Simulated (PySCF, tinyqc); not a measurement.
Orbital energy against energy difference: ionisation energy by orbital energies and by energy differences in the 6-31g basis, for Be, spin multiplicity 1. Computed by the program tinyqc with PySCF. 

Geometry (angstrom):
```
atom       x       y       z
Be    0.0000  0.0000  0.0000
```

CCSD(T) difference in the same basis = 9.1781 eV

IP-EOM-CCSD = 9.1811 eV

The cation is unrestricted; errors are against CCSD(T) in this basis, not against experiment.

First vertical ionisation energy (eV):
```
method     -e(HOMO)  E(cation) - E  error of -e(HOMO)  error of the difference
HF           8.1987       7.928128            -0.9794                  -1.2499
LDA          5.3276       8.941187            -3.8504                  -0.2369
PBE          5.3770       8.940218            -3.8010                  -0.2378
B3LYP        6.0898       9.049259            -3.0883                  -0.1288
PBE0         6.2784       8.909382            -2.8996                  -0.2687
CAM-B3LYP    7.4693       9.046887            -1.7087                  -0.1312
LC-wPBE      8.7669       8.978338            -0.4112                  -0.1997
```

Koopmans errs by -0.98 eV and Delta-HF by -1.25 eV: relaxation, 0.27 eV, lowers the value and the missing correlation difference works against it. The PBE level is off by -3.8 eV through the wrong tail of its potential, though its energy difference is off by -0.24 eV; exact exchange deepens the level, and among the orbital energies LC-wPBE comes closest; among the differences B3LYP does. The restricted reference is unstable here: a spin-polarised solution lies 0.0006 hartree lower (PySCF), so results built on it describe a poor reference.
